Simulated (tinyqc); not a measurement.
Physical sputtering: collision-cascade yield, angular dependence, faceting and resputtering in deposition: one step, computed by the program tinyqc.

Ions start collision cascades; atoms that reach the surface with more than U leave. The target is amorphous or fine-grained.

Task: Yield at normal incidence. gamma = 4 M1 M2/(M1 + M2)^2; threshold E_th = 6.7 U/gamma for M1 >= M2, else U (1 + 5.7 M1/M2)/gamma. eps = 0.03255 M2 E/(Z1 Z2 (M1 + M2) z), z = (Z1^(2/3) + Z2^(2/3))^(1/2), E in eV; s_n = 3.441 sqrt(eps) ln(eps + 2.718)/(1 + 6.355 sqrt(eps) + eps (6.882 sqrt(eps) - 1.708)); S_n = 84.78 Z1 Z2 M1 s_n/((M1 + M2) z) in eV angstrom^2; alpha = 0.249 (M2/M1)^0.56 + 0.0035 (M2/M1)^1.5 for M1 <= M2, else 0.0875 (M2/M1)^(-0.15) + 0.165 M2/M1; Y0 = 0.042 Q alpha S_n/U [1 - sqrt(E_th/E)]^2.5 (the electronic-loss factor of the full formula is dropped). Erosion rate = Y0 J/(e N); 1 cm^2 = 1e14 nm^2.

Inputs (values chosen for the exercise, modelled on krypton ions on germanium): ion Z1 = 36; ion mass M1 = 83.8 u; target Z2 = 32; target mass M2 = 72.6 u; surface binding energy U = 3.85 eV; target density N = 44.2 1/nm^3; fit factor Q = 0.61; ion energy E = 63 eV; current density J = 2.4 mA/cm^2.

Constants: e = 1.602176634e-19 C.

Give: energy transfer factor gamma; threshold E_th; reduced energy eps; nuclear stopping S_n; alpha; yield Y0; erosion rate.

Result:

energy transfer factor gamma = 0.99487

threshold E_th = 25.928 eV

reduced energy eps = 1.8039e-04

nuclear stopping S_n = 486.58 eV angstrom^2

alpha = 0.23235

yield Y0 = 0.057884 atoms per ion

erosion rate = 11.770 nm/min

The threshold factor is 0.077; the energy cost is 1090 eV per removed atom, 283 times U. Caution: within a few times the threshold, cascades are short and these fits are rough.
